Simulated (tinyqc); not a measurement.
Direct against trap-assisted paths: tunnelling through a thin dielectric with one trap, as a tight-binding chain.

Hopping -t everywhere, t = c/(m a^2), c = hbar^2/2m0; lead sites at 2t (band bottom 0), barrier sites 1 to N at 2t + phi, and site j has U besides. No voltage. Leads give S = -t exp(ika) on sites 1 and N, cos(ka) = 1 - E/(2t). T = (2 t sin(ka))^2 |G_1N|^2, G = (E - H - S)^-1. In the barrier cosh(q a) = 1 + (phi - E)/(2t).

Resonance: the lowest eigenvalue of H + S(E), iterated until its real part equals E (40 rounds from Eb = phi + 2t - sqrt(4t^2 + U^2), the level in an endless barrier). With v the normalised squared amplitudes of that state, Gamma_L = 2 t sin(ka) v_1, Gamma_R = 2 t sin(ka) v_N; Breit-Wigner T = Gamma_L Gamma_R/((E - Er)^2 + (Gamma_L + Gamma_R)^2/4).

Constants: hbar^2/2m0 = 3.80998211 eV angstrom^2.

Parameters, chosen for this exercise (barrier and mass of the size used for SiO2 on silicon; shifted at random, so the results belong to these values and not to a real crystal): a = 2 angstrom (site spacing); m = 0.47 m0 (mass, the same in leads and barrier); phi = 3.19 eV (conduction edge of the barrier above that of the leads); U = -4.58 eV (extra energy on the trap site).

N odd, the trap in the middle, j = (N + 1)/2. Direct T is that without trap at the energy Er; area = 2 pi Gamma_L Gamma_R/(Gamma_L + Gamma_R). The exponents are the slopes of the logarithms between the last two rows, per angstrom.

Against thickness:
```
N   N a (angstrom)  Er (eV)  direct T  area (meV)
5             10.0   1.1183  0.000236         166
7             14.0   1.1263  4.96e-06        24.0
9             18.0   1.1271  1.02e-07        3.45
11            22.0   1.1272  2.11e-09       0.495
13            26.0   1.1272  4.36e-11      0.0711
15            30.0   1.1272  8.99e-13      0.0102
17            34.0   1.1272  1.85e-14     0.00147
```

exponents (1/angstrom): direct 0.9704, through the trap 0.4852

The direct path falls as exp(-0.970 d) and the path through a central trap as exp(-0.485 d), 2.00 times more slowly, since each step crosses half the layer. From 5 to 17 sites the first loses 10.1 decades and the second 5.1: in thicker layers even few traps rule the leakage. Inelastic capture with phonons is left out.

tinyqc: `OMP_NUM_THREADS=1 python tinyqc.py 1451130 1451131 out.jsonl`; about 0.05 s, one thread, shared Intel(R) Xeon(R) Processor @ 2.30GHz.
